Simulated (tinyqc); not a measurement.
Inside a calculation. Method: power iteration on a symmetric matrix. Computed by tinyqc, a small Python program that keeps every step. Settings: method = power, shift = 0.08. Command: `OMP_NUM_THREADS=1 python tinyqc.py 28093 28094 out.jsonl` (the two numbers bound the seeds that draw the settings). One thread of a shared host (Intel(R) Xeon(R) Processor @ 2.60GHz), about 0.01 s of CPU time with the checks.

## Step 1

A:
$$\begin{pmatrix}
0.326000 & 0.021000 & -1.363000 & 0.285000 & -0.191000 & -0.084000 \\
0.021000 & 1.793000 & -0.389000 & 0.375000 & -0.833000 & 1.050000 \\
-1.363000 & -0.389000 & 2.732000 & 0.113000 & 0.400000 & -0.842000 \\
0.285000 & 0.375000 & 0.113000 & 4.045000 & 0.216000 & 0.955000 \\
-0.191000 & -0.833000 & 0.400000 & 0.216000 & 4.739000 & -0.344000 \\
-0.084000 & 1.050000 & -0.842000 & 0.955000 & -0.344000 & 5.622000
\end{pmatrix}$$

vector v at the start: [0.408248, 0.408248, 0.408248, 0.408248, 0.408248, 0.408248]

shift = 0.080000

w = (A - shift) v; v' = w/|w| with its largest component positive (the first on a tie); lambda = v'^T A v'.

vector after step 1: [-0.111516, 0.198901, 0.058633, 0.606765, 0.401190, 0.644553]

Rayleigh quotient after step 1 = 5.534677

## Step 2

As before.

vector after step 2: [-0.010958, 0.159063, -0.015006, 0.567053, 0.297682, 0.751126]

Rayleigh quotient after step 2 = 5.924686

## Course of the iteration

Stop when the residual |A v - lambda v| is below 1e-9.

Steps:
```
step      lambda  residual
1     5.53467677  1.12e+00
2     5.92468614  9.08e-01
3     6.18854037  7.99e-01
4     6.37993070  6.66e-01
5     6.50609487  5.29e-01
6     6.58313845  4.07e-01
7     6.62790412  3.08e-01
8     6.65315006  2.30e-01
9     6.66714546  1.71e-01
10    6.67482966  1.26e-01
11    6.67902626  9.32e-02
12    6.68131146  6.87e-02
13    6.68255386  5.06e-02
14    6.68322872  3.73e-02
15    6.68359513  2.75e-02
16    6.68379401  2.03e-02
17    6.68390195  1.49e-02
18    6.68396052  1.10e-02
19    6.68399231  8.10e-03
20    6.68400956  5.97e-03
21    6.68401892  4.39e-03
22    6.68402400  3.24e-03
23    6.68402675  2.38e-03
24    6.68402825  1.76e-03
25    6.68402906  1.29e-03
26    6.68402950  9.53e-04
27    6.68402974  7.02e-04
28    6.68402987  5.17e-04
29    6.68402994  3.81e-04
30    6.68402998  2.81e-04
```

all eigenvalues, for comparison: [-0.358380, 1.349041, 3.028652, 3.608910, 4.944747, 6.684030]

Not converged in 30 steps: the residual falls only by the ratio of the two largest distances of eigenvalues from the shift, 0.74 a step.
